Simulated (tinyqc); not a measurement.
Plane-wave Kohn-Sham cycle with exchange-only LDA in a layered model solid, step by step. One step of it, computed by the program tinyqc.

Task: Iteration 2: levels at that k. Diagonalise the Hermitian matrix.

H (hartree):
```
           -3         -2         -1         +0         +1         +2         +3
-3   5.318667  -0.300659   0.001089   0.000001   0.000082   0.000014  -0.000001
-2  -0.300659   2.171472  -0.300659   0.001089   0.000001   0.000082   0.000014
-1   0.001089  -0.300659   0.283155  -0.300659   0.001089   0.000001   0.000082
+0   0.000001   0.001089  -0.300659  -0.346284  -0.300659   0.001089   0.000001
+1   0.000082   0.000001   0.001089  -0.300659   0.283155  -0.300659   0.001089
+2   0.000014   0.000082   0.000001   0.001089  -0.300659   2.171472  -0.300659
+3  -0.000001   0.000014   0.000082   0.000001   0.001089  -0.300659   5.318667
```

Give: eigenvalues.

Result:

eigenvalues (hartree): -0.5671  0.2350  0.4560  2.1898  2.1919  5.3473  5.3473
